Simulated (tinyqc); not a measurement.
# Chip with leakage that grows with temperature, electro-thermal loop and runaway: what changes with what

One temperature T for the device, T = T0 + Rth P(T), with P(T) = Pd + Pl (T/300 K)^2 exp[(q Ea/kB)(1/(300 K) - 1/T)]. The loop gain is Rth dP/dT; a solution is thermally stable when it is below one.

Parameters, values chosen for the exercise: ambient temperature T0 = 340 K; temperature-independent switching power Pd = 32 W; leakage power at 300 K Pl = 0.297 W; activation energy of the leakage Ea = 0.31 eV; thermal resistance Rth = 1.3 K/W.

Constants: q = 1.602176634e-19 C, kB = 1.380649e-23 J/K. Results are converted to the units shown.

Each table varies one quantity; the others keep the values above.

## Effect of the leakage power at 300 K

P'(T) = (P - Pd)(2/T + q Ea/(kB T^2)), G = Rth P'. T is the lowest solution and Tu the next, unstable one.

Effect of the leakage power at 300 K:
```
Pl (W)  T (K)  P (W)        G  Tu (K)
0.025   382.3  32.54  0.02082   801.2
0.037   382.6  32.80  0.03108   737.0
0.055   383.2  33.21  0.04681   679.8
0.082   384.0  33.85  0.07125   628.6
0.12    385.3  34.81   0.1075   584.5
0.18    387.4  36.50   0.1702   541.3
0.27    391.4  39.57   0.2812   500.3
0.4     400.3  46.35   0.5123   458.8
```

As Pl goes from 0.025 to 0.4 W, T rises from 382.3 to 400.3 K, the power rises from 32.5 to 46.4 W and the loop gain rises from 0.0208 to 0.512. The gap between the stable and unstable solutions goes from 419 to 58.6 K. At Pl = 0.6 W no solution is left within 900 K of T0: thermal runaway.

## Effect of the temperature-independent switching power

Same model as above.

Results:
```
Pd (W)  T (K)  P (W)       G  Tu (K)
8       353.7  10.55  0.1141   512.2
10      356.7  12.82  0.1243   510.8
13      361.2  16.28  0.1412   508.6
23      376.9  28.42  0.2159   500.2
29      387.3  36.39  0.2799   494.1
38      405.3  50.21  0.4261   482.4
```

Estimate the missing row, Pd = 17 W.

Computed row:
```
Pd (W)  T (K)  P (W)       G  Tu (K)
17      367.3  21.01  0.1673   505.4
```

With this row back in the table: As Pd goes from 8 to 38 W, T rises from 353.7 to 405.3 K, the power rises from 10.6 to 50.2 W and the loop gain rises from 0.114 to 0.426. The gap between the stable and unstable solutions goes from 159 to 77.2 K. At Pd = 49 W no solution is left within 900 K of T0: thermal runaway.

Computed by the program tinyqc: `OMP_NUM_THREADS=1 python tinyqc.py 2520026 2520027 out.jsonl`, one thread of a shared Intel Xeon 2.30GHz, about 0.01 s for the whole run.
